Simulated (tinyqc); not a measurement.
Minority-electron transport through the base of a bipolar transistor (Moll-Ross and Kroemer integrals). Changing the base width W. Computed by tinyqc, a small Python program. Command: `OMP_NUM_THREADS=1 python tinyqc.py 3009499 3009500 out.jsonl base sweep`. One thread of a shared host (Intel(R) Xeon(R) Processor @ 2.30GHz), about 0.01 s of CPU time with the checks.

Low injection, one dimension, x from the emitter edge (0) to the collector edge (W), s = x/W. Recombination is treated as a small correction (valid for tau_B well below tau_n), computed from the stored charge.

Inputs (values chosen for the exercise, modelled on GaAs):
```
quantity                                     value        unit
intrinsic density n_i at the emitter edge  2.1e+06      1/cm^3
base doping at the emitter edge N_0          1e+19      1/cm^3
mu_min                                        1100  cm^2/(V s)
mu_max                                        7030  cm^2/(V s)
N_ref                                      1.9e+17      1/cm^3
saturation velocity v_s                       0.99    1e7 cm/s
electron lifetime tau_n                        180          ns
emitter Gummel number G_E                  1.8e+14      s/cm^4
base-emitter voltage V_BE                        1           V
temperature T                                  300           K
doping ratio N_0/N(W)                           39           -
gap narrowing across the base dE_g              77         meV
```

Base doping profile: Gaussian. Gap grading: linear. Exit of the base: infinite sink.

Constants: k_B = 8.617333262e-05 eV/K; e = 1.602176634e-19 C.

Method:
- N(x) = N_0 (ratio)^(-s^2); n_i(x)^2 = n_i^2 exp(s dE_g/k_B T); D(x) = (k_B T/e) mu, mu = mu_min + (mu_max - mu_min)/(1 + (N/N_ref)^0.7).
- With y(x) = N n_i^2/(D n_i(x)^2): base Gummel number G_B = int_0^W y dx; J_C = e n_i^2 exp(e V_BE/k_B T)/G_B; n(x) = (J_C/e)(n_i(x)^2/(N n_i^2)) [int_x^W y dx]; transit time tau_B = (e/J_C) int n dx; trapezoid rule on 401 even points.
- Emitter-limited gain beta_E = G_E/G_B; recombination-limited gain beta_R = tau_n/tau_B; 1/beta = 1/beta_E + 1/beta_R; f_T from the base alone = 1/(2 pi tau_B).

One run for each value; columns: (1) base width W (nm); (2) base transit time tau_B (ps); (3) current gain beta; (4) f_T from the base alone (GHz); (5) mean velocity W/tau_B (1e7 cm/s); (6) share of the exit term in G_B (%):
```
(1)          (2)     (3)         (4)     (5)  (6)
10    2.7559e-03  3046.3  5.7751e+04  36.286    0
18    8.9290e-03  1692.3  1.7824e+04  20.159    0
32    2.8220e-02   951.9  5.6398e+03  11.339    0
56    8.6424e-02   543.9  1.8416e+03   6.480    0
100   2.7559e-01   304.5  5.7751e+02   3.629    0
180   8.9290e-01   169.1  1.7824e+02   2.016    0
320   2.8220e+00    95.1  5.6398e+01   1.134    0
560   8.6424e+00    54.3  1.8416e+01   0.648    0
1000  2.7559e+01    30.3  5.7751e+00   0.363    0
```

Over the rows, base transit time tau_B (ps) rises from 0.00276 to 27.6 (exponent d ln y / d ln x about 2.0 throughout); current gain beta falls from 3050 to 30.3 (exponent d ln y / d ln x about -1.0 throughout); f_T from the base alone (GHz) falls from 57800 to 5.78 (exponent d ln y / d ln x about -2.0 throughout). The exponent of base transit time tau_B stays at 2: diffusion, or drift in a field proportional to 1/W. The exponent of current gain beta stays at -1: emitter-limited gain, or recombination with a transit time limited by the exit velocity.

Caution (rows 10.0, 18.0, 32.0, 56.0, 100, 180, 320): the mean velocity exceeds v_s, so drift-diffusion with a low-field mobility overstates the speed. Caution (rows 10.0, 18.0): the base is only a few mean free paths wide, so transport is partly ballistic.
